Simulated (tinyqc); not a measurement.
Range and order of the fit: effective mass of the heavy-hole band from tabulated energies.

c = hbar^2/2m0. A uniform scatter of up to 0.1 meV has been added to mimic numerical noise.
Constants: hbar^2/2m0 = 3.80998211 eV angstrom^2.

Energies along [110], from the band edge downward:

| k (1/angstrom) | E (meV) |
|---|---|
| 0.000000 | 0.00000 |
| 0.027000 | 3.96350 |
| 0.054000 | 15.83280 |
| 0.081000 | 35.69890 |
| 0.108000 | 63.16410 |
| 0.135000 | 97.98180 |
| 0.162000 | 139.98580 |
| 0.189000 | 188.59520 |
| 0.216000 | 243.75970 |

reference mass (curvature of the model at k = 0.0001 1/angstrom) = 0.696531 m0

Least-squares fits of E = a k^2 (+ b k^4 + d k^6) over points 1 to n, and the line y = c k^2/E against E; errors of m against the reference.

Results:

| n | E at point n (meV) | one term (%) | two terms (%) | three terms (%) | line (%) | rms residual, one term (meV) |
|---|---|---|---|---|---|---|
| 3 | 35.7 | 0.57 | 0.87 | 0.52 | 0.69 | 0.018 |
| 4 | 63.2 | 0.89 | 0.22 | 1.12 | 0.56 | 0.075 |
| 5 | 98.0 | 1.43 | -0.07 | 0.50 | 0.42 | 0.234 |
| 6 | 140.0 | 2.06 | -0.08 | 0.04 | 0.33 | 0.465 |
| 7 | 188.6 | 2.85 | -0.15 | 0.01 | 0.24 | 0.864 |
| 8 | 243.8 | 3.70 | -0.06 | -0.19 | 0.18 | 1.389 |

The error of the parabola goes from +0.57 to +3.70 % as the range widens, and at n = 8 its residual, 1.39 meV, is only 0.6 % of the top energy: a small residual does not vouch for the mass. Over the full range (n = 8) the best form is two terms (0.06 %); the line errs by +0.69 % at n = 3 and +0.18 % at n = 8. Many terms on few points amplify the scatter: three terms err by +0.5 % at n = 3 but by -0.2 % at n = 8.

Program tinyqc; command `OMP_NUM_THREADS=1 python tinyqc.py 1850371 1850372 out.jsonl`; about 0.01 s on one thread of a shared Intel(R) Xeon(R) Processor @ 2.30GHz.
